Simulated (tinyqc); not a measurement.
Hueckel theory of the pi electrons, for the molecule C1=Nc2ccccc21 (SMILES; centres numbered as the heavy atoms are written), step by step. Computed by tinyqc, a small Python program that keeps every step. Settings: charge = 0. Command: `OMP_NUM_THREADS=1 python tinyqc.py 30960 30961 out.jsonl` (the two numbers bound the seeds that draw the settings). One thread of a shared host (Intel(R) Xeon(R) Processor @ 2.60GHz), about 0.01 s of CPU time with the checks.

## The Hueckel matrix

Centres:
```
centre  z_r, pi electrons of the neutral centre         h
1C                                            1  0.000000
2N                                            1  0.500000
3C                                            1  0.000000
4C                                            1  0.000000
5C                                            1  0.000000
6C                                            1  0.000000
7C                                            1  0.000000
8C                                            1  0.000000
```

Bonds:
```
i  j         k
1  2         1
2  3  1.000000
3  4         1
4  5         1
5  6         1
6  7         1
7  8         1
8  1         1
8  3         1
```

H_rr = alpha + h_r beta, H_rs = k_rs beta for bonded centres.

Hueckel matrix in units of beta (H = alpha + beta A):
```
          1C        2N        3C        4C        5C        6C        7C        8C
1C  0.000000  1.000000  0.000000  0.000000  0.000000  0.000000  0.000000  1.000000
2N  1.000000  0.500000  1.000000  0.000000  0.000000  0.000000  0.000000  0.000000
3C  0.000000  1.000000  0.000000  1.000000  0.000000  0.000000  0.000000  1.000000
4C  0.000000  0.000000  1.000000  0.000000  1.000000  0.000000  0.000000  0.000000
5C  0.000000  0.000000  0.000000  1.000000  0.000000  1.000000  0.000000  0.000000
6C  0.000000  0.000000  0.000000  0.000000  1.000000  0.000000  1.000000  0.000000
7C  0.000000  0.000000  0.000000  0.000000  0.000000  1.000000  0.000000  1.000000
8C  1.000000  0.000000  1.000000  0.000000  0.000000  0.000000  1.000000  0.000000
```

## Orbitals

pi electrons, sum of z_r less the charge = 8

Diagonalise; E = alpha + x beta with beta < 0, so the largest x are filled first; degenerate levels share their electrons. P = sum n_i c_ri c_si; each orbital has its largest coefficient positive (the first on a tie).

x values: 2.435059  1.543188  1.109016  0.397969  -0.169019  -1.083459  -1.429582  -2.303173

occupations: 2.000000  2.000000  2.000000  2.000000  0.000000  0.000000  0.000000  0.000000

coefficients:
```
         MO1        MO2        MO3        MO4        MO5        MO6        MO7        MO8
1C  0.370763  -0.288914  -0.190914   0.313067   0.613871   0.134208  -0.363551  -0.342907
2N  0.442113  -0.388837   0.170528   0.543894  -0.375604   0.147305   0.282351   0.293159
3C  0.484751  -0.116717   0.294768  -0.368561  -0.362585  -0.367459  -0.181269  -0.478869
4C  0.277569   0.265733   0.538630  -0.271267   0.165040   0.543536  -0.260588   0.313143
5C  0.191146   0.526792   0.302581   0.260606   0.334690  -0.221439   0.553800  -0.242354
6C  0.187882   0.547207  -0.203063   0.374980  -0.221609  -0.303615  -0.531115   0.245039
7C  0.266359   0.317651  -0.527781  -0.111375  -0.297234   0.550394   0.205473  -0.322014
8C  0.460717  -0.057011  -0.382255  -0.419304   0.271848  -0.292714   0.237375   0.496615
```

charge and bond-order matrix P:
```
           1C         2N         3C         4C         5C         6C         7C         8C
1C   0.710791   0.827957   0.083578  -0.323237  -0.115016   0.135451   0.145750   0.257991
2N   0.827957   1.343117   0.219012  -0.072598   0.146024   0.079224  -0.312664  -0.134770
3C   0.083578   0.219012   0.942665   0.724572   0.048630  -0.341703  -0.044964   0.543699
4C  -0.323237  -0.072598   0.724572   1.022733   0.570655  -0.027068  -0.191446   0.041160
5C  -0.115016   0.146024   0.048630   0.570655   0.947034   0.720912   0.059056  -0.333810
6C   0.135451   0.079224  -0.341703  -0.027068   0.720912   1.033159   0.578548  -0.048490
7C   0.145750  -0.312664  -0.044964  -0.191446   0.059056   0.578548   0.925613   0.706106
8C   0.257991  -0.134770   0.543699   0.041160  -0.333810  -0.048490   0.706106   1.074889
```

## Energy, charges, bond orders

E = sum n x; q_r = z_r - P_rr; bond order p = P_rs; free valence = sqrt(3) - sum of p over the bonds of the atom.

pi energy = 8 alpha + this times beta = 10.970466

pi charges: 1C 0.289209, 2N -0.343117, 3C 0.057335, 4C -0.022733, 5C 0.052966, 6C -0.033159, 7C 0.074387, 8C -0.074889

Bond orders and lengths from R = 1.517 - 0.180 p (angstrom, C-C alone):
```
bond         p         R
1-2   0.827957         -
2-3   0.219012         -
3-4   0.724572  1.386577
4-5   0.570655  1.414282
5-6   0.720912  1.387236
6-7   0.578548  1.412861
7-8   0.706106  1.389901
8-1   0.257991  1.470562
8-3   0.543699  1.419134
```

free valence of the carbons: 1C 0.646103, 3C 0.244767, 4C 0.436823, 5C 0.440484, 6C 0.432591, 7C 0.447396, 8C 0.224254

gap between the highest filled and the next level = 0.566988 |beta|
